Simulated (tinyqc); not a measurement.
What moves the carrier density: donors on two lattice sites with valley-orbit split states.

Each donor binds at most one electron, in any of its states. For a site s, W_s = sum over its states of g exp(E/kT), and the ionised share is 1/(1 + W_s exp(eta)), eta = (EF - Ec)/kT; n = Nc F_1/2(eta); neutrality n + NA = ND x (mean ionised share, the two sites in equal numbers); holes are neglected. Nc from N = 2 (m kB T/(4 pi c))^(3/2) with c = hbar^2/2m0, in 1/angstrom^3; times 1e24 for 1/cm^3, m = md. F_j(eta) = (1/Gamma(j + 1)) integral_0^infinity x^j dx/(1 + exp(x - eta)), which tends to exp(eta) for eta << 0.

Mobility (Caughey-Thomas form): mu = mu0 + (mu1 (T/300)^(-ga) - mu0)/(1 + ((ND + NA)/Nr)^de); rho = 1/(e n mu), e = 1.602176634e-19 C.

Constants: hbar^2/2m0 = 3.80998211 eV angstrom^2; kB = 8.617333262e-05 eV/K.

Inputs chosen for the exercise (near those of nitrogen in 4H-SiC; shifted at random, so the results belong to these values and not to a real crystal): md = 0.78 m0 (density-of-states mass of the conduction band); E = (63.2, 56.1, 114.1, 67.4) meV (binding energies of h ground, h excited, k ground, k excited); g = (2, 4, 2, 4) (their degeneracies with spin); ND = 1.2e+18 1/cm^3 (donors, half on each site); NA = 0 1/cm^3 (compensating acceptors, all ionised); T = 300 K; mu0 = 41 cm^2/(V s) (mobility at heavy doping); mu1 = 973 cm^2/(V s) (mobility at light doping and 300 K); Nr = 2.2e+17 1/cm^3 (reference doping); de = 0.61 (doping exponent); ga = 2.4 (temperature exponent).

All results formed anew.

One parameter was then changed.

Results before and after:
```
case        eta  n (1/cm^3)  rho (ohm cm)
base     -3.835   3.706e+17       0.05902
changed  -3.418   5.599e+17       0.05137
```

Which of these changes was made? (a) Nr = 4.4e+17 1/cm^3; (b) md = 0.858 m0; (c) ND = 2.4e+18 1/cm^3; (d) NA = 1.2e+17 1/cm^3; (e) E = (68.2, 56.1, 114.1, 67.4) meV; (f) T = 330 K.

Answer: (c) ND = 2.4e+18 1/cm^3. Of the candidates, run in turn, only this one gives the changed row.

All candidates:
```
case                                  eta  n (1/cm^3)  rho (ohm cm)
base                               -3.835   3.706e+17       0.05902
E = (68.2, 56.1, 114.1, 67.4) meV  -3.855   3.633e+17       0.06021
md = 0.858 m0                      -3.923   3.916e+17       0.05585
ND = 2.4e+18 1/cm^3                -3.418   5.599e+17       0.05137
NA = 1.2e+17 1/cm^3                -4.044   3.011e+17       0.07537
T = 330 K                          -3.822   4.329e+17       0.06183
Nr = 4.4e+17 1/cm^3                -3.835   3.706e+17       0.04568
```

Program tinyqc; command `OMP_NUM_THREADS=1 python tinyqc.py 1680598 1680599 out.jsonl`; about 0.01 s on one thread of a shared Intel(R) Xeon(R) Processor @ 2.30GHz.
